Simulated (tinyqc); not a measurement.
Transistor under a ferroelectric capacitor (negative capacitance), static model: one step of the calculation.

A ferroelectric film of thickness tf lies between the gate and an inner metal at potential v, which drives an ordinary transistor. One domain, P = Q (background permittivity neglected): Vg = v + tf (2 al Q + 4 be Q^3), al = -3 sqrt(3) Ec/(4 Pr), be = 3 sqrt(3) Ec/(8 Pr^3). Gate charge Q(v) = Qi + Cp v with the channel charge Qi = Cox n Vt ln(1 + exp((v - VT)/(n Vt))). Q in uC/cm^2, E in kV/cm; 1 nm times 1 kV/cm is 1e-4 V. Domains, leakage and the switching time are left out.

Question. Inner potential by Newton steps. f = v + tf (2 al Q + 4 be Q^3) - Vg, f' = 1 + C tf (2 al + 12 be Q^2) with C = Cox/(1 + exp(-(v - VT)/(n Vt))) + Cp; v(new) = v - f/f'.

Parameters, values chosen for the exercise; Pr and Ec close to those of hafnium oxide based films:
```
symbol  value     unit                                      meaning
T         300        K                                  temperature
Cox       2.3  uF/cm^2               capacitance of the inner oxide
Cp       0.33  uF/cm^2            overlap capacitance per gate area
VT       0.28        V            threshold of the inner transistor
n        1.06           subthreshold factor of the inner transistor
tf         10       nm                      ferroelectric thickness
Vg       0.39        V                                 gate voltage
```

Constants: q = 1.602176634e-19 C, kB = 1.380649e-23 J/K, Vt = kB T/q. Results are converted to the units shown.

v at the start = 0.39 V
al = -61.131205 kV cm/uC
be = 0.10576333 kV cm^5/uC^3

Find: Q; f; f'; v after iteration 1.

Answer.

Q = 0.3828 uC/cm^2
f = -0.04678 V
f' = 0.6839
v after iteration 1 = 0.4584 V

Numbers from tinyqc (`OMP_NUM_THREADS=1 python tinyqc.py 2860111 2860112 out.jsonl`; about 0.02 s on one thread of a shared Intel Xeon 2.30GHz).
